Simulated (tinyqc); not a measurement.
Longitudinal sound in a periodic multilayer: transfer matrices, stop bands and folded phonons: one step, computed by the program tinyqc. Command: `OMP_NUM_THREADS=1 python tinyqc.py 3007769 3007770 out.jsonl multilayer walk`. One thread of a shared host (Intel(R) Xeon(R) Processor @ 2.30GHz), about 0.01 s of CPU time with the checks.

Layers 1 and 2 repeat with period d = d_1 + d_2; waves travel normal to the layers, without loss. State vector (u, s): displacement u and stress divided by omega. Impedances Z = rho v are in 1e6 kg/(m^2 s).

Task: Transfer matrix of one period. A layer maps (u, s) by [[cos p, sin p/Z], [-Z sin p, cos p]], p = 2 pi f d_i/v_i; one period is M = M_2 M_1, and cos(q d) = trace(M)/2.

Inputs (values chosen for the exercise, modelled on silica (layer 1), hafnia (layer 2) and silicon (substrate)): velocity v_1 = 6060 m/s; thickness d_1 = 351 nm; velocity v_2 = 5410 m/s; thickness d_2 = 535 nm; frequency f = 2.3 GHz.

Z_2 = 51.5032

Z_1 = 13.3926

Give: phase p_1; phase p_2; M; trace(M)/2.

Result:

phase p_1 = 0.8370 rad

phase p_2 = 1.429 rad

M:
$$\begin{pmatrix}
-0.09661 & 0.02070 \\
-35.55 & -2.733
\end{pmatrix}$$

trace(M)/2 = -1.415

|trace/2| > 1: f lies in a stop band, and the amplitude falls by a factor 2.415 a period.
